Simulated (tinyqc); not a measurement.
Poole-Frenkel parameters from three currents.

Inverse problem. Poole-Frenkel conduction in an insulator follows J = s0 F exp[-(pt - sqrt(q F/(pi eps0 ei)))/Vt], Vt = kB T/q, F in V/cm. Find ei, pt and s0.

Constants: q = 1.602176634e-19 C, kB = 1.380649e-23 J/K, eps0 = 8.8541878128e-14 F/cm where lengths are in cm. Results are converted to the units shown.

J at (0.62 MV/cm, 325 K), (2.49 MV/cm, 325 K) and (2.49 MV/cm, 375 K) (A/cm^2): 4.5733271e-4  367.75563  1086.8610

Solution. The two fields give the lowering coefficient and so ei; the two temperatures give the lowered barrier, to which the lowering is added back.

ei = 3.08
pt = 0.910 eV
s0 = 0.500 S/cm

Numbers from tinyqc (`OMP_NUM_THREADS=1 python tinyqc.py 2370097 2370098 out.jsonl`; about 0.01 s on one thread of a shared Intel Xeon 2.30GHz).
